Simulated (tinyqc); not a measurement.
A discretised effective-mass wire between two leads, recursive Green functions: one step of the calculation.

Finite differences on a grid of step a give a chain with hopping -t, t = C/(m a^2), C = hbar^2/(2 m0), and site energies 2 t + U_i for the N = 9 sites of the device; the semi-infinite leads have site energy 2 t. Each slice is one site, and V = -t couples neighbouring slices.

Problem. Backward pass. Backward pass: G_NN = g_N, G_ii = g_i + g_i V^dagger G_(i+1,i+1) V g_i; local density of states -Im G_ii/pi on each site.

Inputs (values chosen for the exercise):

| symbol | value | unit | meaning |
|---|---|---|---|
| m | 0.029 | m0 | effective mass |
| a | 0.77 | nm | grid step |

Constants: q = 1.602176634e-19 C, hbar = 1.054571817e-34 J s, m0 = 9.1093837015e-31 kg, hbar^2/(2 m0) = 0.0380998212 eV nm^2. Results are converted to the units shown.

g_i, site 1 to 9 (1/eV): [-0.41116914-0.18601977i, -0.35291036-0.12894181i, -0.30693823-0.06208668i, -0.27872708-0.02385689i, -0.26505477-0.00823742i, -0.26541174-0.00284950i, -0.28093053-0.00110423i, -0.31853677-0.00055013i, -0.43480578-0.87573787i]

Give: G_ii; local density of states.

Solution.

G_ii, site 1 to 9 (1/eV): [-0.43481-0.87574i, -0.53365-0.43759i, -0.48639-0.17230i, -0.43235-0.06605i, -0.41263-0.04027i, -0.43235-0.06605i, -0.48639-0.17230i, -0.53365-0.43759i, -0.43481-0.87574i]
local density of states, site 1 to 9 (1/eV): [0.27876, 0.13929, 0.05484, 0.02102, 0.01282, 0.02102, 0.05484, 0.13929, 0.27876]

A site of an infinite clean chain has 1/(pi sqrt(4 t^2 - x^2)) = 0.174 1/eV at this energy (x counted from the band centre); the device goes from 0.0128 (site 5) to 0.279 (site 9).

Numbers from tinyqc (`OMP_NUM_THREADS=1 python tinyqc.py 2660031 2660032 out.jsonl`; about 0.02 s on one thread of a shared Intel Xeon 2.30GHz).
